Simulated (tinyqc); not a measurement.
Heterojunction of two tight-binding chains: one step. Transmission. Two cases, with inputs chosen for the exercise.

Task: The last site of the left chain has energy 2 t1 + U, and S1, S2 are the self-energies of the two half chains on it. G = 1/(E - 2 t1 - U - S1 - S2); T = 4 Im(S1) Im(S2) |G|^2.

Give: G; T.

Case 1.

Values chosen (out of a larger set: masses and offset of the size met at Si / SiGe; not measured data): E = 0.242 eV (electron energy); U = 0 eV (extra energy on the last left site).

t1 = 1.376439 eV
S1 = -1.2554386-0.5643201i eV
S2 = -1.0913874-0.3287603i eV

Result:

G = -0.1990-1.0832i 1/eV
T = 0.9001

A fraction 0.0999 is reflected although the electron lies above the step.

Case 2.

Values chosen (out of a larger set: masses and offset of the size met at Si / SiGe; not measured data): E = 0.156 eV (electron energy); U = -0.98 eV (extra energy on the last left site).

t1 = 1.150357 eV
S1 = -1.0723569-0.4163792i eV
S2 = -1.1420091-0.1383339i eV

Result:

G = 0.7447-0.3936i 1/eV
T = 0.1635

A fraction 0.8365 is reflected although the electron lies above the step.

Computed by tinyqc, one run a case: `OMP_NUM_THREADS=1 python tinyqc.py N N+1 out.jsonl` with N = 1482784, 1482805; one thread of a shared Intel(R) Xeon(R) Processor @ 2.30GHz, about 0.01 s a run at most.
